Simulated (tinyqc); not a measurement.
Donor near an oxide interface in a gate field (two-state model), step by step. Values are carried at full precision from step to step, so a last printed digit may differ when a step is redone from the rounded ones.

Interface at z = 0 (hard wall), donor at z = d, field F pulling electrons to the interface: potential e F z; 1 kV/cm = 1e-5 eV/angstrom, c = hbar^2/2m0, q = e^2/(4 pi eps0), Q = (eps - eo)/(eps + eo). Donor state: E_D = e F d - ED - q Q/(4 eps d), the last term joining the images of ion and electron. Interface state: z exp(-b z/2) exp(-rho^2/(2 L^2)) with E_z = c b^2/(4 mz) + 3 e F/b + q Q b/(8 eps), minimised over b; in the plane at z = 3/b the ion (distance D = d - 3/b) and its image (D' = d + 3/b) give E_rho = c/(mt L^2) - (q/eps)(sqrt(pi)/L)[erfcx(D/L) + Q erfcx(D'/L)], erfcx(x) = exp(x^2) erfc(x), minimised over L. E_I = E_z + E_rho.

Constants: hbar^2/2m0 = 3.80998211 eV angstrom^2; e^2/(4 pi eps0) = 14.39964547 eV angstrom.

Inputs chosen for the exercise (near those of a donor in Si below SiO2, static dielectric constants; not measured data): d = 150 angstrom (depth of the donor); ED = 52.8 meV (bulk binding energy); mz = 0.906 m0 (mass across the interface); mt = 0.188 m0 (mass in the plane); eps = 11.5 (dielectric constant of the semiconductor); eo = 3.9 (dielectric constant of the oxide); F = 53 kV/cm (field in the semiconductor); aD = 21.9 angstrom (donor radius); v = 0.52 (valley factor).

## The interface state across the interface

Solve c b/(2 mz) - 3 e F/b^2 + q Q/(8 eps) = 0; give Q, b, the three terms of E_z and <z> = 3/b.

Q = 0.4935
b = 0.08036 1/angstrom

kinetic, field and image terms (meV): 6.79  19.79  6.21

<z> = 37.3 angstrom

The image pushes the electron away from the oxide; without it <z> would be 32.9 angstrom.

## Binding in the plane

Give D, D', the best L, both terms and E_rho.

D, D' (angstrom): 112.7  187.3

L = 107.2 angstrom

kinetic and Coulomb terms (meV): 1.76  -11.49

E_rho = -9.72 meV

The bottom of the well lies at -14.4 meV, so the level is 33 % of the way up; L/D = 0.95. Above the critical field the ionised donor would thus still hold its electron as a dot at the interface.

## Where the electron sits

The two states couple by t = t0 exp(-D/aD) with t0 = q/(eps aD) (2 aD/L) sqrt(aD b/2) v, v a valley factor; this form is an estimate. With detuning u = E_D - E_I the splitting is sqrt(u^2 + 4 t^2) and the lower state has weight (1 - u/sqrt(u^2 + 4 t^2))/2 on the donor.

Give E_D, E_I, t, the splitting and the donor weight.

E_D, E_I (meV): 25.67  23.06

t = 0.0664 meV
splitting = 2.61 meV
donor weight = 0.001

The electron is at the interface; the contact hyperfine coupling scales with the donor weight. With this t, the tunnelling time pi hbar/(2t) at a crossing would be 15.6 ps (hbar = 6.58212e-16 eV s); here the detuning is 39.3 t.

## Critical field

Find F at which E_D = E_I; compare the rule e F d = ED. The crossing width is 4t/(e D), with t and D formed anew at that field.

critical field = 50.7 kV/cm
ED/(e d) = 35.2 kV/cm
width = 0.24 kV/cm

The confinement energy E_z = 31.9 meV raises the field needed and the attraction E_rho = -9.7 meV lowers it; the result is 1.44 times the simple rule.

## Checks

- E_z without images against 1.5 x 6^(2/3)/2 (c (e F)^2/mz)^(1/3), meV: both 26.18.
- E_rho from the radial equation in the full Coulomb well against the Gaussian trial function, meV: -9.8 against -9.7.

(tinyqc, `OMP_NUM_THREADS=1 python tinyqc.py 1252584 1252585 out.jsonl`, Intel(R) Xeon(R) Processor @ 2.30GHz, 1 thread, shared host, about 0.08 s.)
